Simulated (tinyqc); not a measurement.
Inside a calculation. Method: CISD on RHF in the sto-6g basis, for H4, spin multiplicity 1. One step of it, computed by the program tinyqc.

Question. Orthogonalisation. S = U s U^T; symmetric (Loewdin) form X = U s^(-1/2) U^T, so that X^T S X = 1.

overlap S, order 1H 1s, 2H 1s, 3H 1s, 4H 1s:
$$\begin{pmatrix}
1.000000 & 0.458806 & 0.141856 & 0.090490 \\
0.458806 & 1.000000 & 0.090490 & 0.141856 \\
0.141856 & 0.090490 & 1.000000 & 0.458806 \\
0.090490 & 0.141856 & 0.458806 & 1.000000
\end{pmatrix}$$

Give: eigenvalues of S; X.

Answer.

eigenvalues of S: [0.490, 0.593, 1.226, 1.691]

X, order 1H 1s, 2H 1s, 3H 1s, 4H 1s:
$$\begin{pmatrix}
1.100 & -0.264 & -0.066 & -0.001 \\
-0.264 & 1.100 & -0.001 & -0.066 \\
-0.066 & -0.001 & 1.100 & -0.264 \\
-0.001 & -0.066 & -0.264 & 1.100
\end{pmatrix}$$
